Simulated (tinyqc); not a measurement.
Worked calculation: buckled dimers of a reconstructed (001) surface, two dangling bonds a dimer. Values are carried at full precision from step to step, so a last printed digit may differ when a step is redone from the rounded ones.

In a dimer one atom moves up by z and the other down by z; the dangling bond of the up atom (more s-like) falls by gm z and that of the down atom rises by gm z. With all dimers tilted alike: H(k) = [[-gm z - 2 ta cos k, -tp - 2 tx cos k], [., gm z - 2 ta cos k]], k along the row in 1/a. Two electrons a dimer fill the lowest N of the 2N levels on the mesh k_j = (j + 1/2) pi/N. Total energy a dimer: W(z) = (2/N) sum of the filled levels + kf z^2. Repulsion between electrons is left out.

Constants: kB = 8.617333262e-05 eV/K.

Inputs chosen for the exercise (of the size met on Si(001); not measured data):
```
symbol  value  unit           meaning
tp      0.35   eV             pi coupling inside a dimer
ta      0.12   eV             coupling between like atoms along the row
tx      0.06   eV             diagonal coupling along the row
gm      1.64   eV/angstrom    shift of a dangling bond with height
z       0.08   angstrom       a trial buckling
k       0.52   pi/a           wave vector along the row
kf      4.6    eV/angstrom^2  force constant of buckling
N       12                    k points
```

## One k point at the trial buckling

Form H, its levels and the weight of the lower one on the up atom, (1 + gm z/sqrt((gm z)^2 + h^2))/2 with h the off-diagonal element; k is given in pi/a.

H (eV), rows up, down and columns alike:
```
[[-0.1161, -0.3425],
 [-0.3425, 0.1463]]
```

levels (eV): [-0.3517, 0.3818]

weight on the up atom = 0.6789

## The bands on the mesh

Both levels at each k_j for the trial z, and W(z).

Levels (eV):
```
j   k (pi/a)    lower   upper
0     0.0417  -0.7249  0.2490
1     0.1250  -0.7009  0.2574
2     0.2083  -0.6545  0.2737
3     0.2917  -0.5890  0.2968
4     0.3750  -0.5089  0.3253
5     0.4583  -0.4198  0.3572
6     0.5417  -0.3278  0.3905
7     0.6250  -0.2393  0.4230
8     0.7083  -0.1604  0.4526
9     0.7917  -0.0962  0.4770
10    0.8750  -0.0510  0.4945
11    0.9583  -0.0277  0.5036
```

band energy = -0.7501 eV
elastic energy = 0.0294 eV
W = -0.7207 eV

The lower band is full and the upper empty.

## An isolated dimer

For ta = tx = 0, W = -2 sqrt(tp^2 + (gm z)^2) + kf z^2. It buckles if gm^2/kf > tp; then sqrt(tp^2 + (gm z)^2) = gm^2/kf, the gap is twice that, and the gain is (gm^2/kf - tp)^2 kf/gm^2.

gm^2/kf = 0.5847 eV
buckling z = 0.2856 angstrom
gap = 1.1694 eV
gain = 0.0942 eV

The pi bond is too weak to resist: the dimer tilts and charge moves to the up atom.

## The row at its minimum

Minimise W over z from 0 to 1 angstrom. Gap: lowest upper level less highest lower level on 201 points from 0 to pi (negative: overlap). Charge moved to the up atom: the mean of gm z/sqrt((gm z)^2 + h^2) over the mesh, valid for a full lower band.

z = 0.2858 angstrom
gain over flat dimers = 0.1022 eV

gap (eV): flat 0.2200, at the minimum 0.7059

charge moved = 0.802 e

With these values the flat row already has a gap and buckling widens it; fuller one-electron models of Si(001) and Ge(001) find the flat dimers metallic. Per dimer, the gain is also the barrier for flipping the whole row together in this picture, 4.0 kT at 300 K.

## Checks

- Buckling of an isolated dimer from the formula against numerical minimisation: both 0.2856.

tinyqc: `OMP_NUM_THREADS=1 python tinyqc.py 1451470 1451471 out.jsonl`; about 0.04 s, one thread, shared Intel(R) Xeon(R) Processor @ 2.30GHz.
